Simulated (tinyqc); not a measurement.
Changing the total dopant density N: dopants and charged point defects at anneal temperature: Fermi-level effect, clustering and pairing. Computed by tinyqc, a small Python program. Command: `OMP_NUM_THREADS=1 python tinyqc.py 3002734 3002735 out.jsonl pairing sweep`. One thread of a shared host (Intel(R) Xeon(R) Processor @ 2.30GHz), about 0.03 s of CPU time with the checks.

Boltzmann statistics and full ionisation of active dopants. Energies are counted from the valence band; the defect (a vacancy or self-interstitial) has five charge states, with all degeneracy factors one.

Inputs (values chosen for the exercise, with bands modelled on silicon): gap at 0 K E_g0 = 1.19 eV; Varshni alpha = 0.000454 eV/K; Varshni beta = 649 K; electron mass m_e = 0.321 m_0; valleys M_c = 6; hole mass m_h = 0.802 m_0; anneal temperature T = 1010 K; formation enthalpy of the neutral defect H_f = 2.65 eV; formation entropy S_f = 9.5 k_B; site density N_s = 2.3e+22 cm^-3; intrinsic dopant diffusivity D_i = 4.1e-13 cm^2/s; anneal time t = 20 s; dopant atoms per cluster k = 4; cluster binding energy E_b = 2.51 eV.

Dopant: donor. Second part: clustering of the dopant.

defect levels as fractions of E_g(T): (2+/+), (+/0), (0/-), (-/2-): [0.12, 0.12, 0.69, 0.8]

Constants: m_0 = 9.1093837015e-31 kg; k_B = 1.380649e-23 J/K; h = 6.62607015e-34 J s; k_B = 8.617333262e-05 eV/K.

Method:
- E_g = E_g0 - alpha T^2/(T + beta).
- N_c = 2 M_c (2 pi m_e k_B T/h^2)^(3/2) and N_v = 2 (2 pi m_h k_B T/h^2)^(3/2), masses in units of m_0.
- n_i = sqrt(N_c N_v) exp(-E_g/2 k_B T); E_i = E_g/2 + (k_B T/2) ln(N_v/N_c).
- n = A/2 + sqrt(A^2/4 + n_i^2) for an active density A.
- k ionised dopants and k carriers form one neutral cluster: C = N_s (A/N_s)^k (n/N_b)^k exp(E_b/k_B T), N_b the effective density of states of the majority band, and N = A + k C (60 bisections in ln A between ln N - 90 and ln N).
- chi = n/n_i (for acceptors n_i/p); E_F = E_i + k_B T ln chi; field enhancement h = 1 + A/sqrt(A^2 + 4 n_i^2).
- C_0 = N_s exp(S_f/k_B) exp(-H_f/k_B T). Ratios to the neutral state at E_F = E_i: r_+ = exp((E(+/0) - E_i)/k_B T), r_2+ = r_+ exp((E(2+/+) - E_i)/k_B T), r_- = exp((E_i - E(0/-))/k_B T), r_2- = r_- exp((E_i - E(-/2-))/k_B T); at other E_F state q scales as chi^(-q). The enhancement is sum r_q chi^(-q)/sum r_q. The charge on the defects is left out of neutrality.
- If every charge state of the defect carries the dopant equally well, D = D_i x enhancement x h x (active share A/N, a rough stand-in that overstates the dA/dN which immobile clusters call for), D_i being an input held fixed when T or H_f is moved; diffusion length 2 sqrt(D t).

One run for each value:
```
total dopant density N (cm^-3)  active density A (cm^-3)  enhancement over intrinsic   D/D_i  E_F (eV)  mean charge (e)
1.00e+17                                      1.0000e+17                       1.006  1.0745   0.44315          -0.0920
3.00e+17                                      3.0000e+17                       1.020  1.2243   0.45491          -0.1105
9.00e+17                                      9.0000e+17                       1.075  1.6377   0.48778          -0.1718
3.00e+18                                      3.0000e+18                       1.369  2.5991   0.56468          -0.3984
8.00e+18                                      7.9772e+18                       2.364  4.6758   0.64574          -0.8016
2.00e+19                                      1.5495e+19                       4.486  6.9354   0.70299          -1.1469
7.00e+19                                      2.0897e+19                       6.458  3.8513   0.72894          -1.2964
2.00e+20                                      2.4507e+19                       7.985  1.9551   0.74278          -1.3708
7.00e+20                                      2.8984e+19                      10.109  0.8366   0.75736          -1.4441
2.00e+21                                      3.3157e+19                      12.319  0.4083   0.76905          -1.4988
```

Over the rows, active density A (cm^-3) rises from 1.00e17 to 3.32e19 (exponent d ln y / d ln x 1.00 between the first rows and 0.13 between the last); enhancement over intrinsic rises from 1.01 to 12.3 (exponent d ln y / d ln x 0.012 between the first rows and 0.19 between the last); D/D_i goes from 1.07 through a maximum among these rows, 6.94 at 2.00e19, to 0.408. At the low end the exponent of active density A is 1.00, close to 1: no clustering. Once clusters hold most of the dopant and A exceeds n_i, the exponent of A tends to 1/(2k) = 0.125; between the last rows it is 0.128.

Extremes, crossings and ranges named in words are read from the listed rows.
